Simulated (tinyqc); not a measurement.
# Sub-threshold conduction and electro-thermal threshold of an amorphous chalcogenide: resistance drift

Trap-limited conduction: I = I0 exp(-Ea/kB T) sinh(q V dz/(2 ua kB T)), I0 = 2 q A Nt dz/ta. One lumped temperature T = T0 + Rt I V. The threshold is the largest V for which a steady state exists on the low-current branch.

The low-field resistance drifts as R = R0 (t/1 s)^nu, R0 = 2 ua kB T0 exp(Ea/kB T0)/(q dz I0). Read as a growth of Ea, this is dEa = nu kB T0 ln(t/1 s).

Values chosen for this exercise; values of the order of Ge-Sb-Te and related chalcogenides: ambient temperature T0 = 300 K; cross-section A = 2700 nm^2; amorphous thickness ua = 43 nm; distance between traps dz = 7.9 nm; activation energy Ea = 0.35 eV; trap density Nt = 1.1e19 cm^-3; attempt time ta = 1e-14 s; drift exponent nu = 0.05.

Constants: q = 1.602176634e-19 C, kB = 1.380649e-23 J/K. Results are converted to the units shown.

Results:

| t (s) | R (Mohm) | R/R0 | dEa (meV) |
|---|---|---|---|
| 0.001 | 20.09 | 0.7079 | -8.929 |
| 0.1 | 25.29 | 0.8913 | -2.976 |
| 100 | 35.73 | 1.259 | 5.953 |
| 10000 | 44.98 | 1.585 | 11.91 |
| 1e6 | 56.62 | 1.995 | 17.86 |
| 3e8 | 75.31 | 2.654 | 25.23 |

Estimate the missing row, t = 1 s.

Computed row:

| t (s) | R (Mohm) | R/R0 | dEa (meV) |
|---|---|---|---|
| 1 | 28.38 | 1.000 | 0 |

With this row back in the table: R grows by a factor of 1.12 a decade and 2.65 from 1 s to 3e8 s. A level that lies a factor of 3 below a fixed read threshold at 1 s reaches it after 3.49e9 s.

Range of the model: Purely electronic switching mechanisms, filaments and series resistance are left out.

Program tinyqc, `OMP_NUM_THREADS=1 python tinyqc.py 2490014 2490015 out.jsonl`; Intel Xeon 2.30GHz, shared host, one thread, about 0.01 s.
